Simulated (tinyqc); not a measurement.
Current of a Schottky diode by thermionic-emission-diffusion theory, and its read-back from I-V-T and C-V data: one step, computed by the program tinyqc.

Full ionisation, no tunnelling, no recombination current. V is the voltage across the junction itself, forward positive.

Problem. Barrier at the given bias. N_c(T) = N_c (T/300 K)^(3/2); V_bi = phi_0 - (k_B T/e) ln(N_c(T)/N); surface field F = sqrt(2 e N (V_bi - V - k_B T/e)/(eps eps_0)); image lowering d_phi = sqrt(e F/(4 pi eps eps_0)); effective barrier phi = phi_0 - d_phi.

Inputs (values chosen for the exercise, modelled on n-type silicon): Richardson constant A* = 112 A/(cm^2 K^2); effective density of states at 300 K, N_c = 2.8e+19 1/cm^3; permittivity eps = 11.7; mobility mu = 1300 cm^2/(V s); barrier without image force phi_0 = 0.737 eV; doping N = 1.4e+17 1/cm^3; junction voltage V = 0.29 V; temperature T = 350 K.

Barrier: uniform.

Constants: k_B = 8.617333262e-05 eV/K; e = 1.602176634e-19 C; eps_0 = 8.8541878128e-12 F/m.

Give: built-in voltage V_bi; surface field F; image lowering; effective barrier phi.

Solution.

built-in voltage V_bi = 0.5702 V

surface field F = 104.1 kV/cm

image lowering = 35.79 meV

effective barrier phi = 0.7012 eV
